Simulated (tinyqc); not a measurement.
Worked calculation: UHF in the sto-6g basis, for Li, spin multiplicity 2. This run ends on a higher stationary point, not on the lowest solution. One step of it, computed by the program tinyqc.

Question. Orthogonalisation. S = U s U^T; symmetric (Loewdin) form X = U s^(-1/2) U^T, so that X^T S X = 1.

overlap S, order 1Li 1s, 1Li 2s, 1Li 2px, 1Li 2py, 1Li 2pz:
$$\begin{pmatrix}
1.000000 & 0.235742 & 0.000000 & 0.000000 & 0.000000 \\
0.235742 & 1.000000 & 0.000000 & 0.000000 & 0.000000 \\
0.000000 & 0.000000 & 1.000000 & 0.000000 & 0.000000 \\
0.000000 & 0.000000 & 0.000000 & 1.000000 & 0.000000 \\
0.000000 & 0.000000 & 0.000000 & 0.000000 & 1.000000
\end{pmatrix}$$

Give: eigenvalues of S; X.

Answer.

eigenvalues of S: [0.7643, 1.0000, 1.0000, 1.0000, 1.2357]

X, order 1Li 1s, 1Li 2s, 1Li 2px, 1Li 2py, 1Li 2pz:
$$\begin{pmatrix}
1.0217 & -0.1222 & 0.0000 & 0.0000 & 0.0000 \\
-0.1222 & 1.0217 & 0.0000 & 0.0000 & 0.0000 \\
0.0000 & 0.0000 & 1.0000 & 0.0000 & 0.0000 \\
0.0000 & 0.0000 & 0.0000 & 1.0000 & 0.0000 \\
0.0000 & 0.0000 & 0.0000 & 0.0000 & 1.0000
\end{pmatrix}$$
